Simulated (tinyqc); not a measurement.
Comparisons within one model: donors with valley-orbit split 1s states. A value that a table varies takes the place of the one given here.

Each donor binds at most one electron, in any of its states. For a site s, W_s = sum over its states of g exp(E/kT), and the ionised share is 1/(1 + W_s exp(eta)), eta = (EF - Ec)/kT; n = Nc F_1/2(eta); neutrality n + NA = ND x (mean ionised share); holes are neglected. Nc from N = 2 (m kB T/(4 pi c))^(3/2) with c = hbar^2/2m0, in 1/angstrom^3; times 1e24 for 1/cm^3, m = md. F_j(eta) = (1/Gamma(j + 1)) integral_0^infinity x^j dx/(1 + exp(x - eta)), which tends to exp(eta) for eta << 0.

Mobility (Caughey-Thomas form): mu = mu0 + (mu1 (T/300)^(-ga) - mu0)/(1 + ((ND + NA)/Nr)^de); rho = 1/(e n mu), e = 1.602176634e-19 C.

Constants: hbar^2/2m0 = 3.80998211 eV angstrom^2; kB = 8.617333262e-05 eV/K.

Inputs chosen for the exercise (near those of Sb in Si; shifted at random, so the results belong to these values and not to a real crystal): md = 1.032 m0 (density-of-states mass of the conduction band); E = (43.3, 33.7, 31.4) meV (binding energies of 1s(A1), 1s(T2), 1s(E)); g = (2, 6, 4) (their degeneracies with spin); ND = 3.5e+16 1/cm^3 (donors); NA = 1.3e+16 1/cm^3 (compensating acceptors, all ionised); T = 350 K; mu0 = 59 cm^2/(V s) (mobility at heavy doping); mu1 = 1364 cm^2/(V s) (mobility at light doping and 300 K); Nr = 9.3e+16 1/cm^3 (reference doping); de = 0.72 (doping exponent); ga = 2.3 (temperature exponent).

## What the excited states change

The last columns keep only the ground state of each site (g = 2).

Results:

| T (K) | effective degeneracy | eta | n (1/cm^3) | n, ground states only | ratio |
|---|---|---|---|---|---|
| 40 | 2.50 | -12.95 | 3.04e+12 | 3.79e+12 | 0.801 |
| 60 | 3.34 | -9.09 | 2.66e+14 | 4.36e+14 | 0.612 |
| 80 | 4.20 | -7.44 | 2.12e+15 | 3.71e+15 | 0.572 |
| 110 | 5.32 | -6.62 | 7.79e+15 | 1.20e+16 | 0.647 |
| 150 | 6.45 | -6.48 | 1.43e+16 | 1.84e+16 | 0.775 |
| 200 | 7.44 | -6.66 | 1.83e+16 | 2.08e+16 | 0.881 |
| 250 | 8.14 | -6.91 | 2.00e+16 | 2.14e+16 | 0.932 |
| 300 | 8.66 | -7.14 | 2.08e+16 | 2.17e+16 | 0.957 |
| 400 | 9.37 | -7.55 | 2.14e+16 | 2.19e+16 | 0.979 |
| 500 | 9.84 | -7.87 | 2.16e+16 | 2.19e+16 | 0.987 |

What does this show, and why?

The effective degeneracy grows from 2.50 to 9.84. Excited states hold electrons back, so the ratio is never above 1; it is lowest, 0.572, at 80 K of those listed, and 0.957 at 300 K. At low T the excited states empty out, and at high T more donors are ionised (n is 98 % of ND - NA in the last row), so the effect is largest in between.

## Ionisation and resistivity against doping

NA = 0.

Results:

| ND (1/cm^3) | n (1/cm^3) | n/ND | mu (cm^2/(V s)) | rho (ohm cm) | rho at full ionisation |
|---|---|---|---|---|---|
| 1.0e+14 | 1.00e+14 | 1.000 | 950 | 65.7 | 65.7 |
| 1.0e+15 | 9.99e+14 | 0.999 | 924 | 6.76 | 6.76 |
| 1.0e+16 | 9.89e+15 | 0.989 | 807 | 0.782 | 0.774 |
| 3.0e+16 | 2.90e+16 | 0.968 | 681 | 0.316 | 0.305 |
| 1.0e+17 | 9.06e+16 | 0.906 | 496 | 0.139 | 0.126 |
| 3.0e+17 | 2.36e+17 | 0.786 | 329 | 0.0804 | 0.0632 |
| 1.0e+18 | 5.93e+17 | 0.593 | 197 | 0.0535 | 0.0318 |
| 2.0e+18 | 9.51e+17 | 0.475 | 148 | 0.0444 | 0.0211 |

What does this show, and why?

From 1e16 to 1e18 1/cm^3 rho falls by a factor 14.6, not 100: the mobility takes a factor 4.11 and incomplete ionisation 1.67. n/ND is below 0.9 from 3e+17 1/cm^3 on. From a few times 1e18 1/cm^3 on, depending on the dopant, the levels merge with the band, and already below that screening lowers the binding energy, so the last rows understate n.

## Compensation sets the slope of the freeze-out

NA = K ND. The slope energy is -d ln(n T^(-p))/d(1/kT) between 30 and 36 K, with p = 3/4 for K = 0 and p = 3/2 otherwise.

Results:

| K | n(30 K) (1/cm^3) | n(36 K) (1/cm^3) | slope energy (meV) |
|---|---|---|---|
| 0 | 2.66e+13 | 1.18e+14 | 21.04 |
| 0.0010 | 1.43e+13 | 1.02e+14 | 26.22 |
| 0.010 | 1.99e+12 | 3.61e+13 | 40.68 |
| 0.050 | 3.85e+11 | 7.61e+12 | 42.06 |
| 0.20 | 8.10e+10 | 1.61e+12 | 42.12 |
| 0.50 | 2.02e+10 | 4.02e+11 | 42.13 |

What does this show, and why?

Without acceptors the slope is 21.04 meV, against half the ground-state energy, 21.65; with K = 0.05 it is 42.06 meV, against the full 43.3. The full energy (less a few meV where excited levels lie within a few kT) shows where n is far below NA, since the acceptors then hold EF near the donor level: n(36 K)/NA is 2.9 for K = 0.001 and 0.0043 for K = 0.05; for K = 0.001 the sample is still in or near the uncompensated regime, where p = 3/2 is the wrong power, so that slope means little.

## What moves the carrier density

All results formed anew. Each row changes one parameter from the base and keeps the others.

Results:

| case | eta | n (1/cm^3) | rho (ohm cm) |
|---|---|---|---|
| base | -7.356 | 2.117e+16 | 0.4811 |
| E = (48.3, 33.7, 31.4) meV | -7.358 | 2.114e+16 | 0.4818 |
| md = 1.135 m0 | -7.494 | 2.127e+16 | 0.4787 |
| ND = 7e+16 1/cm^3 | -6.438 | 5.298e+16 | 0.2238 |
| NA = 1.65e+16 1/cm^3 | -7.530 | 1.780e+16 | 0.5825 |
| T = 380 K | -7.472 | 2.132e+16 | 0.5727 |
| Nr = 1.86e+17 1/cm^3 | -7.356 | 2.117e+16 | 0.4147 |

What can be read from the table?

The largest shifts from the base row, up to three for each result and ties (the steps differ in size, so this ranks the rows, not the parameters). eta: ND +0.918, NA -0.173, md -0.138; unchanged at the printed digits by Nr. n (1/cm^3): ND +3.18e+16, NA -3.37e+15, T +1.53e+14; unchanged at the printed digits by Nr. rho (ohm cm): ND -0.257, NA +0.101, T +0.0916.

Computed by tinyqc, a small Python program: `OMP_NUM_THREADS=1 python tinyqc.py 1651931 1651932 out.jsonl` (the numbers bound the seed that draws the inputs); one thread of a shared host (Intel(R) Xeon(R) Processor @ 2.30GHz), about 0.01 s for the whole set of steps.
